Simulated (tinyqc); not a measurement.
## Junction parameters from two forward currents

Question. D(v) = J1 (exp(v/Vt) - 1) + J2 (exp(v/(2 Vt)) - 1). Find J1, J2 and the voltage 2 Vt ln(J2/J1) near which both parts are equal.

Inputs (values chosen for the exercise):
- T = 330 K (temperature)

Constants: q = 1.602176634e-19 C, kB = 1.380649e-23 J/K, Vt = kB T/q. Results are converted to the units shown.

junction voltages (V): [0.3, 0.6]
currents (uA/um): [2.1380914e-6, 0.0078084230]

Answer. The current is linear in J1 and J2, so two points give two equations.

J1 = 5.100e-12 uA/um
J2 = 1.000e-8 uA/um
crossover = 0.4312 V

Computed by the program tinyqc: `OMP_NUM_THREADS=1 python tinyqc.py 2182012 2182013 out.jsonl`, one thread of a shared Intel Xeon 2.30GHz, about 0.2 s for the whole run.
